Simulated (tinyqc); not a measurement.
Worked calculation: a particle near a wafer in liquid: double-layer and van der Waals forces (DLVO), deposition barrier and removal. Computed by tinyqc, a small Python program that keeps every step. Command: `OMP_NUM_THREADS=1 python tinyqc.py 3114107 3114108 out.jsonl dlvo walk`. One thread of a shared host (Intel(R) Xeon(R) Processor @ 2.30GHz), about 0.01 s of CPU time with the checks. Intermediate numbers are printed to about 6 digits and carried at full precision; extremes and crossings named in words are read from the listed rows.

Sphere and flat wall, Derjaguin approximation, constant potentials in the linear-superposition form, no retardation and no hydration force.

Inputs (values chosen for the exercise, of the order of those for ceria on silica in water): particle radius R = 43 nm; Hamaker constant A = 1.8e-20 J; potential of the particle psi_1 = -25 mV; potential of the wafer psi_2 = -23 mV; salt concentration c = 0.099 mol/L; valence z of the symmetric salt = 1; temperature T = 298 K; dielectric constant of the liquid = 78.4; gap h = 2.5 nm; contact distance h0 = 0.3 nm; contact radius over R = 0.067; viscosity = 0.59 mPa s.

Constants: e = 1.602176634e-19 C; N_A = 6.02214076e+23 1/mol; eps_0 = 8.8541878128e-12 F/m; k_B = 1.380649e-23 J/K; k_B = 8.617333262e-05 eV/K.

## Screening

kappa^2 = 2 z^2 e^2 N_A (1000 c)/(eps eps_0 k_B T); gamma_i = tanh(z e psi_i/(4 k_B T)); Z = 64 pi eps eps_0 (k_B T/(z e))^2 gamma_1 gamma_2.

kappa = 1.03523 1/nm

Debye length = 0.965970 nm

gamma_1 = -0.238689

gamma_2 = -0.220244

Z = 4.83849 pN

kappa R = 44.5148

Like signs: the double layers repel.

## Energy and force at one gap

U(h) = Z R exp(-kappa h) - A R/(6 h); F(h) = -dU/dh = kappa Z R exp(-kappa h) - A R/(6 h^2), positive for repulsion.

double-layer energy = 3.80096 k_B T

van der Waals energy = -12.5415 k_B T

U(h) = -8.74056 k_B T

F(h) = -4.45066 pN

## The curve

The formulas are those given above.

Against the gap:
```
h (nm)  kappa h  U (k_B T)        F (pN)
0.4      0.4141   -44.9619  -6.63894e+02
0.6      0.6211   -25.0843  -2.42600e+02
1.0      1.0352   -13.3947  -5.25073e+01
1.5      1.5528   -10.2000  -1.17482e+01
2.5      2.5881    -8.7406  -4.45066e+00
4.0      4.1409    -7.0340  -4.63610e+00
7.0      7.2466    -4.4431  -2.47917e+00
12.0    12.4227    -2.6126  -8.94966e-01
20.0    20.7046    -1.5677  -3.22500e-01
40.0    41.4091    -0.7838  -8.06250e-02
```

Caution: in rows where h is not small against R, A R/(6 h) overstates the van der Waals term. Caution: in rows with kappa h below 1 linear superposition is only rough.

## Critical salt concentration

The barrier height is zero when U = 0 and F = 0 together: kappa h = 1 and kappa = 6 Z/(e A), e = 2.718282 here; c follows from kappa^2, with the potentials held fixed.

critical kappa = 0.593327 1/nm

critical concentration = 0.0325200 mol/L

## Adding salt

F = 0 reads x^2 exp(-x) = y with x = kappa h and y = A kappa/(6 Z); the left side peaks at x = 2 with 4/e^2 = 0.5413, so roots exist for smaller y: x < 2 is the barrier, x > 2 the secondary minimum. kappa scales as sqrt(c); potentials are held fixed. A dash marks rows without a maximum.

Against the concentration:
```
c (mol/L)  Debye length (nm)  barrier at (nm)  barrier (k_B T)  minimum at (nm)  minimum (k_B T)
3.25e-06             168.593          10.5490          44.5290      1.73018e+03     -1.63559e-02
3.25e-05              53.314           6.0872          39.9612      4.69416e+02     -5.92072e-02
3.25e-04              16.859           3.5971          32.1360      1.22577e+02     -2.20608e-01
1.63e-03               7.528           2.5611          23.7434      4.60695e+01     -5.69364e-01
6.50e-03               3.770           1.9909          14.0725      1.89991e+01     -1.32283e+00
1.63e-02               2.381           1.7573           6.3289      1.00688e+01     -2.37771e+00
2.93e-02               1.776           1.6876           0.9694      6.44783e+00     -3.52360e+00
4.88e-02               1.376           1.7352          -3.7423      4.10383e+00     -5.07870e+00
9.76e-02               0.973                -                -                -                -
```

At low salt the barrier tends to Z R = 50.6 k_B T; it is half of that between 3.2e-4 and 0.0016 mol/L and changes sign at 0.033 mol/L, while the secondary minimum deepens to -3.5 k_B T at 0.9 of that.

## Removing an attached particle

Adhesion F_a = A R/(6 h0^2) [1 + a^2/(R h0)] - kappa Z R exp(-kappa h0), a the contact radius. Drag in a shear flow F_d = 1.7 x 6 pi mu R^2 G, acting at 1.4 R; rolling starts when 1.4 R F_d = a F_a. Wall shear stress = mu G.

van der Waals adhesion = 2355.57 pN

net adhesion F_a = 2197.69 pN

wall shear stress for rolling = 1775.11 Pa

shear rate G = 3.00867e+06 1/s

Checks made by the program: force against a difference of U (relative difference below 1e-10).
